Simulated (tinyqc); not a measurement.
## Hole mobility in a silicon inversion layer, empirical terms and Matthiessen rule: effect of the body doping

Inversion layer of sheet density Ns on a uniformly doped body. The mobility terms are empirical power laws with prefactors chosen for the exercise; adding their inverses (Matthiessen) is itself an approximation.

ni = sqrt(Nc Nv) exp(-Eg/(2 Vt)), Eg in volts; Ndep = sqrt(2 eps0 eps_r Nb (2 Vt ln(Nb/ni) + Vsb)/q); E = q (Ndep + eta Ns)/(eps0 eps_r), in MV/cm. With t = T/(300 K): muC = Ac (Ns/1e12 cm^-2) t/(Nb/1e17 cm^-3 + Nit/1e11 cm^-2), muP = Ap E^(-1/3) t^(-1.75), muS = As E^(-gs); 1/mu is the sum of the inverses.

Values chosen for this exercise; material values close to those of silicon:
- T = 300 K (temperature)
- Eg = 1.13 eV (band gap)
- eps_r = 11.7 (relative permittivity of the semiconductor)
- Nc = 2.84e19 cm^-3 (conduction-band density of states at T)
- Nv = 2.66e19 cm^-3 (valence-band density of states at T)
- Vsb = 0.3 V (reverse body bias)
- eta = 0.3333 (weight of the inversion charge in the effective field)
- Ap = 143 cm^2/(V s) (phonon-limited mobility at 1 MV/cm and 300 K)
- As = 411 cm^2/(V s) (roughness-limited mobility at 1 MV/cm)
- gs = 1.3 (exponent of the roughness term)
- Ac = 1000 cm^2/(V s) (Coulomb prefactor)
- Nit = 1.3e11 cm^-2 (charge at the interface)
- Ns = 7.1e12 cm^-2 (inversion density)

Constants: q = 1.602176634e-19 C, kB = 1.380649e-23 J/K, Vt = kB T/q, eps0 = 8.8541878128e-14 F/cm where lengths are in cm. Results are converted to the units shown.

Results:
```
Nb (cm^-3),E (MV/cm),muC (cm^2/(V s)),muP (cm^2/(V s)),muS (cm^2/(V s)),mu (cm^2/(V s))
2e16,0.44683,4733.3,187.05,1171.3,155.98
4.4e16,0.48819,4080.5,181.61,1043.9,149.05
9.7e16,0.55078,3127.8,174.45,892.43,139.42
2.1e17,0.64261,2088.2,165.71,730.32,126.86
1e18,0.98995,628.32,143.48,416.43,91.221
2.3e18,1.3283,292.18,130.09,284.15,68.357
5e18,1.8066,138.40,117.41,190.51,47.639
```

Estimate the missing row, Nb = 4.7e17 cm^-3.

Computed row:
```
Nb (cm^-3),E (MV/cm),muC (cm^2/(V s)),muP (cm^2/(V s)),muS (cm^2/(V s)),mu (cm^2/(V s))
4.7e17,0.78707,1183.3,154.88,561.08,110.08
```

With this row back in the table: As Nb goes from 2e16 to 5e18 cm^-3, E rises from 0.447 to 1.81 MV/cm and mu falls from 156 to 47.6 cm^2/(V s). The phonon term is the smallest in the first and the last row. At Nb = 5e18 cm^-3 E passes 1.5 MV/cm, beyond the usual range of such laws.

tinyqc, about 0.01 s, one thread, Intel Xeon 2.30GHz (shared host): `OMP_NUM_THREADS=1 python tinyqc.py 2510174 2510175 out.jsonl`
